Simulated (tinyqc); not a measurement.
# Elastic strain and critical thickness of a cubic alloy layer A(1-x)B(x) on a thick substrate, step by step

A worked calculation. Computed by tinyqc, a small Python program that keeps every step. Command: `OMP_NUM_THREADS=1 python tinyqc.py 3020231 3020232 out.jsonl misfit walk`. One thread of a shared host (Intel(R) Xeon(R) Processor @ 2.30GHz), about 0.01 s of CPU time with the checks. Intermediate numbers are printed to about 6 digits and carried at full precision; extremes and crossings named in words are read from the listed rows.

Strain is positive in tension. The layer is coherent with the substrate unless said otherwise.

Inputs (values chosen for the exercise, for a model alloy):
```
quantity                                 value        unit
fraction x of B                           0.63           -
lattice constant a_A                     5.431    angstrom
lattice constant a_B                     5.658    angstrom
substrate lattice constant a_S           5.421    angstrom
layer thickness h                           23          nm
biaxial modulus of the substrate M_S       165         GPa
substrate thickness t_S                    200  micrometre
wafer diameter W                            50          mm
X-ray wavelength                      1.540593    angstrom
start of the iteration h0/b               1000           -
```

Growth plane: (001). Layer: buried under a thick cap. Misfit dislocation: 60-degree.

C11, C12, C44 of A (GPa): 175.8  67.1  81.77

C11, C12, C44 of B (GPa): 140.4  51.54  67.66

## Alloy by Vegard's rule, and misfit

a = (1 - x) a_A + x a_B, the same rule for each C_ij; misfit f = (a_S - a)/a, the in-plane strain of the coherent layer.

free lattice constant a = 5.57401 angstrom

elastic constants (GPa): C11 153.4980, C12 57.2972, C44 72.8807

misfit f = -0.0274506

The layer is compressed in the plane by 2.75 %.

## Biaxial strain, stress and energy

(001): D = 2 C12/C11, M = C11 + C12 - 2 C12^2/C11. The free surface carries no normal stress, so e_perp = -D f; dV/V = 2 f + e_perp; stress = M f; energy per area = M f^2 h (1 GPa nm = 1 J/m^2).

ratio D = 0.746553

normal strain e_perp = 0.0204933

volume strain dV/V = -0.0344079

biaxial modulus M = 168.020 GPa

in-plane stress = -4.61225 GPa

strain energy per area = 2.91201 J/m^2

Caution: above about 2 % misfit, linear elasticity is rough and compressed layers tend to form islands before dislocations.

## Symmetric X-ray reflection

Reflection 004: d = a_perp/sqrt(16), with a_perp = a (1 + e_perp) for the coherent layer, a for the relaxed layer and a_S for the substrate; sin(theta) = lambda/(2 d).

Bragg angles:
```
crystal         a_perp (angstrom)  theta (degrees)  from substrate (arcsec)
substrate                 5.42100          34.6373                     0.00
coherent layer            5.68824          32.7978                 -6622.10
relaxed layer             5.57401          33.5578                 -3886.40
```

peak separation of the coherent layer = -6622.10 arcsec

The coherent layer lies 1.70 times as far from the substrate peak as a relaxed one, about 1 + D = 1.75: reading its peak as relaxed would overstate the mismatch by that factor.

## Isotropic constants and the prefactor A

Voigt averages: G = (C11 - C12 + 3 C44)/5, B = (C11 + 2 C12)/3, nu = (3 B - 2 G)/(2 (3 B + G)); b = a/sqrt(2). The 60-degree dislocation has cos alpha = 1/2, and cos lambda = 1/2 on (001). Matthews-Blakeslee: h_c = A [ln(h_c/b) + 1], A = b (1 - nu cos^2 alpha)/(4 pi |f| (1 + nu) cos lambda), the factor 4 pi being that of a buried layer, with a dislocation at both interfaces.

shear modulus G = 62.96858 GPa

Poisson ratio nu = 0.214696

Burgers vector b = 0.394142 nm

prefactor A = 1.78030 nm

## Critical thickness by fixed-point iteration

Start at h0, put the right side back in, and stop when the change is below 1e-9 h or h turns negative.

Iteration:
```
step  h in (nm)  h out (nm)   change (nm)
1       394.142     14.0782  -3.80064e+02
2        14.078      8.1461  -5.93212e+00
3         8.146      7.1721  -9.73987e-01
4         7.172      6.9454  -2.26702e-01
5         6.945      6.8882  -5.71821e-02
6         6.888      6.8735  -1.47181e-02
7         6.873      6.8697  -3.80806e-03
...         ...         ...           ...
11        6.868      6.8684  -1.71788e-05
12        6.868      6.8684  -4.45281e-06
13        6.868      6.8683  -1.15419e-06
14        6.868      6.8683  -2.99169e-07
15        6.868      6.8683  -7.75458e-08
16        6.868      6.8683  -2.01002e-08
17        6.868      6.8683  -5.21004e-09
```

critical thickness h_c (Matthews-Blakeslee) = 6.86835 nm

Converged; near the root each step shrinks the error by A/h_c = 0.259. h_c is 17.4 Burgers vectors.

## Equilibrium strain at the thickness h

For h > h_c the same force balance gives the strain left, |e| = |f| A [ln(h/b) + 1]/h, and below h_c e = f; relaxation = 1 - e/f; dislocations per length across each line direction = (|f| - |e|)/(b cos lambda).

strain left e = -0.0107654

relaxation = 60.7827 %

dislocation line density = 84.6661 1/micrometre

h is 3.35 h_c: in equilibrium dislocations lie 11.8 nm apart; slow nucleation and glide can keep a real layer more strained.

## Wafer curvature of the coherent layer

Stoney: curvature = 6 |stress| h/(M_S t_S^2); radius = 1/curvature; bow = curvature W^2/8.

curvature = 0.0964379 1/m

radius of curvature = 10.3694 m

bow = 30.1368 micrometre

Caution: the curvature assumes a coherent layer, but h exceeds h_c.

## Force balance against energy balance

People-Bean: h_c = P ln(h_c/b), P = (1 - nu)/(1 + nu) b^2/(16 pi sqrt(2) a f^2). The misfit is scaled by 0.25, 0.4, 0.6, 1, 1.5, 2.2 at fixed a, b and nu; the upper root is taken, and rows with A < 1.3 b or P < 3 b, where the roots shrink to the core size or vanish, are left out.

Critical thickness:
```
|f| (%)  Matthews-Blakeslee (nm)  People-Bean (nm)    ratio
0.68627                  40.0251           368.091  9.19649
1.09802                  22.4403           120.269  5.35951
1.64704                  13.4389            44.073  3.27950
2.74506                   6.8683            11.283  1.64276
4.11759                   3.9103             3.068  0.78449
```

The exponents d ln h_c/d ln f are -1.23 and -2.38 between the first rows, steeper than the -1 and -2 of the prefactors because of the logarithm. The ratio falls from 9.20 to 0.784 as the misfit grows, so the two criteria cross. Where People-Bean lies above, a layer between the lines is metastable: dislocations would lower the energy but have to be nucleated; where it falls below, it is out of its range. People-Bean has no form for a buried layer. Above about 2 % misfit islands may come first.

Checks made by the program: D and M against the full stiffness tensor (relative difference below 1e-10); h_c against the Lambert function, -A W_(-1)(-b/(A e)) (relative difference 3e-10).
